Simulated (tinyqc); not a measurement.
Interdiffusion in a binary couple: Darken equations, Kirkendall shift and Boltzmann-Matano analysis: one step, computed by the program tinyqc. Command: `OMP_NUM_THREADS=1 python tinyqc.py 3006192 3006193 out.jsonl darken walk`. One thread of a shared host (Intel(R) Xeon(R) Processor @ 2.30GHz), about 0.02 s of CPU time with the checks.

x is the mole fraction of B; the molar volume is constant, and the two halves are long enough to count as infinite.

Problem. Diffusivities at one composition. D*_i(x) = D*_i(0) exp(k x); thermodynamic factor Phi = 1 - 2 W x (1 - x)/(k_B T); with f0 = 0.7815, M0 = 2 f0/(1 - f0), den = M0 ((1 - x) D*_A + x D*_B): D_A = D*_A Phi [1 + 2 (1 - x)(D*_A - D*_B)/den], D_B = D*_B Phi [1 - 2 x (D*_A - D*_B)/den]; interdiffusion D~ = x D_A + (1 - x) D_B.

Inputs (values chosen for the exercise, for a model alloy A-B):
```
quantity,value,unit
tracer diffusivity D*_A(0),5.2e-14,m^2/s
tracer diffusivity D*_B(0),1.4e-14,m^2/s
slope k of ln D* with x,1.9,-
regular-solution parameter W,-0.0072,eV
temperature T,1070,K
composition x for the local step,0.34,-
```

Vacancy-wind correction: Manning, fcc.

Constants: k_B = 8.617333262e-05 eV/K.

Give: thermodynamic factor Phi; intrinsic D_A; intrinsic D_B; interdiffusion coefficient D~ at the local x.

Solution.

thermodynamic factor Phi = 1.035

intrinsic D_A = 1.211e-13 m^2/s

intrinsic D_B = 2.509e-14 m^2/s

interdiffusion coefficient D~ at the local x = 5.774e-14 m^2/s

A negative W (tendency to order or compound) speeds mixing: Phi is above 1.
